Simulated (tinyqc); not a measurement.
Worked calculation: plane-wave Kohn-Sham cycle with exchange-only LDA in a layered model solid. One step of it, computed by the program tinyqc.

Question. Iteration 2: levels at that k. Diagonalise the Hermitian matrix.

H (hartree):
```
           -2         -1         +0         +1         +2
-2   0.167667  -0.064367   0.011729   0.002908   0.001572
-1  -0.064367  -0.052505  -0.064367   0.011729   0.002908
+0   0.011729  -0.064367  -0.125896  -0.064367   0.011729
+1   0.002908   0.011729  -0.064367  -0.052505  -0.064367
+2   0.001572   0.002908   0.011729  -0.064367   0.167667
```

Give: eigenvalues.

Answer.

eigenvalues (hartree): -0.1849  -0.0824  -0.0039  0.1843  0.1914
